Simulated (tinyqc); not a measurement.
Ways to converge the cycle: SCF convergence aids in the sto-3g basis, for H2, spin multiplicity 1. Computed by the program tinyqc with PySCF. Command: `OMP_NUM_THREADS=1 python tinyqc.py 112372 112373 out.jsonl`; one thread of a shared host (Intel(R) Xeon(R) Processor @ 2.60GHz), about 0.2 s.

Geometry (angstrom):
```
atom       x       y       z
H     0.0000  0.0000  0.0000
H     0.0000  0.0000  0.8180
```

lowest restricted solution found by these runs and by PySCF = -1.108152 hartree

RHF with one setting changed at a time; a run stops when the energy changes by less than 1e-09 hartree and the error matrix is below 1e-5. The start is random orbitals. Damping d keeps d of the old density; a shift (hartree) raises the virtual levels; DIIS n extrapolates F over n matrices.

Largest element of the error matrix X^T (FDS - SDF) X:
```
iteration    plain  damping 0.3  damping 0.6  shift 0.4   DIIS 3   DIIS 8
1          7.7e-01      7.7e-01      7.7e-01    7.7e-01  7.7e-01  7.7e-01
2          1.0e-01      3.4e-01      5.5e-01    4.2e-01  1.0e-01  1.0e-01
3          8.5e-03      1.3e-01      3.7e-01    1.4e-01  2.5e-03  2.5e-03
4          6.9e-04      4.7e-02      2.4e-01    4.6e-02  1.0e-03  1.0e-03
5          5.7e-05      1.7e-02      1.6e-01    1.5e-02  2.3e-07  6.5e-04
6          4.6e-06      6.0e-03      1.0e-01    4.7e-03  2.4e-11  4.7e-04
8                -      7.7e-04      4.1e-02    4.8e-04        -  3.1e-04
10               -      9.8e-05      1.6e-02    4.9e-05        -  1.1e-07
14               -      1.6e-06      2.6e-03          -        -        -
20               -            -      1.7e-04          -        -        -
30               -            -      1.7e-06          -        -        -
```

How each run ends:
```
run          iterations  E (hartree)         state
plain                 7     -1.10815  lowest found
damping 0.3          19     -1.10815  lowest found
damping 0.6          41     -1.10815  lowest found
shift 0.4            12     -1.10815  lowest found
DIIS 3                6     -1.10815  lowest found
DIIS 8               11     -1.10815  lowest found
```

6 of 6 runs reach the lowest restricted solution found, in 6 to 41 iterations (fastest: DIIS 3). Plain steps already contract here, so damping only slows them. DIIS 3 gains by cancelling the error over several earlier matrices, much as a quasi-Newton step does. DIIS minimises the error, not the energy, so it can stall or settle near a saddle, and its small system turns near-singular when few rotations are active.
